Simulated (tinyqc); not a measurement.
Voltage drop against the resistance from a pad node to the supply.

A grid of 13 by 13 nodes with segments Rx (rows) and Ry (columns); every node draws I1 and the central node kh I1; pads with resistance Rp sit at the nodes whose row and column are multiples of the pitch, counting from 0. The drops u = Vdd - V follow from G u = i, with G the conductance matrix and i the load currents, solved directly. Here the pitch is 4.

Values chosen for this exercise:

| symbol | value | unit | meaning |
|---|---|---|---|
| Vdd | 0.8 | V | supply voltage |
| Rx | 0.19 | ohm | resistance of a horizontal segment |
| Ry | 1.4 | ohm | resistance of a vertical segment |
| kh | 1 |  | factor on the load at the hot node |
| I1 | 0.18 | mA | load current of a node in the large grid |

Voltage drop against the resistance from a pad node to the supply:

| Rp (ohm) | pads | worst drop (mV) | mean drop (mV) | largest drop at a pad (mV) | largest pad current (mA) | worst drop over Vdd (%) |
|---|---|---|---|---|---|---|
| 0.016 | 16 | 0.68506 | 0.44466 | 0.044200 | 2.7625 | 0.085632 |
| 0.033 | 16 | 0.72603 | 0.47971 | 0.089906 | 2.7244 | 0.090753 |
| 0.065 | 16 | 0.80177 | 0.54516 | 0.17311 | 2.6633 | 0.10022 |
| 0.13 | 16 | 0.95137 | 0.67656 | 0.33388 | 2.5683 | 0.11892 |
| 0.26 | 16 | 1.2392 | 0.93544 | 0.63541 | 2.4439 | 0.15490 |
| 0.52 | 16 | 1.7894 | 1.4451 | 1.1992 | 2.3061 | 0.22368 |
| 1 | 16 | 2.7630 | 2.3738 | 2.1832 | 2.1832 | 0.34537 |

The worst drop rises from 0.685 to 2.76 mV and the mean drop rises from 0.445 to 2.37 mV. The worst drop goes as Rp^(0.08) between the first two rows and Rp^(0.66) between the last two.

Program tinyqc, `OMP_NUM_THREADS=1 python tinyqc.py 2770216 2770217 out.jsonl`; Intel Xeon 2.30GHz, shared host, one thread, about 0.07 s.
